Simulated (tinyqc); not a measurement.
Free and nearly free electrons in a metal: one step. Thermal quantities. Two cases, with inputs chosen for the exercise.

Question. gamma = (pi^2/3) kB^2 D(EF) per atom, times 96485.33 x 1e3 for mJ/(mol K^2); mu(T) = EF (1 - (pi kB T/EF)^2/12); Wiedemann-Franz kappa = L0 T/rho with L0 = (pi^2/3) (kB/e)^2, kB/e in V/K.

Constants: kB = 8.617333262e-05 eV/K.

Case 1.

Values chosen (out of a larger set: near those of Au, whose d bands this model ignores; not measured data): rho = 2.35 micro-ohm cm (bulk resistivity); T = 290 K.

D(EF) per atom = 0.273135 1/eV
EF = 5.49178 eV

Case 2.

Values chosen (out of a larger set: near those of Co, whose d bands this model ignores; not measured data): rho = 6.69 micro-ohm cm (bulk resistivity); T = 320 K.

D(EF) per atom = 0.255860 1/eV
EF = 11.72518 eV

Give: gamma; mu - EF; kappa.

Answer.

Case 1.

gamma = 0.644 mJ/(mol K^2)
mu - EF = -0.0935 meV
kappa = 301 W/(m K)

Case 2.

gamma = 0.603 mJ/(mol K^2)
mu - EF = -0.0533 meV
kappa = 117 W/(m K)

The d states at EF, left out, make the measured gamma larger, several times so for Co.

Computed by tinyqc, one run a case: `OMP_NUM_THREADS=1 python tinyqc.py N N+1 out.jsonl` with N = 1682015, 1682095; one thread of a shared Intel(R) Xeon(R) Processor @ 2.30GHz, about 0.01 s a run at most.
